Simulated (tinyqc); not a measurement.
## Screening length from the swing

Inverse problem. In a simple model of a Schottky-barrier transistor a barrier thinner than d = 4.8 nm is transparent, so the effective barrier is pn - psi (1 - exp(-d/lam)) and the swing beyond flat band is Vt ln 10/(1 - exp(-d/lam)). Find the thermionic swing, lam, and the effective barrier at psi = 0.2 V.

Parameters, values chosen for the exercise:

| symbol | value | unit | meaning |
|---|---|---|---|
| T | 350 | K | temperature |
| pn | 0.7 | eV | barrier for electrons at both contacts |

Constants: q = 1.602176634e-19 C, kB = 1.380649e-23 J/K, Vt = kB T/q. Results are converted to the units shown.

swing in the tunnelling range = 74.633279 mV/decade

Solution. The ratio of the two swings is 1 - exp(-d/lam).

Vt ln 10 = 69.4 mV/decade
lam = 1.80 nm
effective barrier = 0.514 eV

Numbers from tinyqc (`OMP_NUM_THREADS=1 python tinyqc.py 2390134 2390135 out.jsonl`; about 0.04 s on one thread of a shared Intel Xeon 2.30GHz).
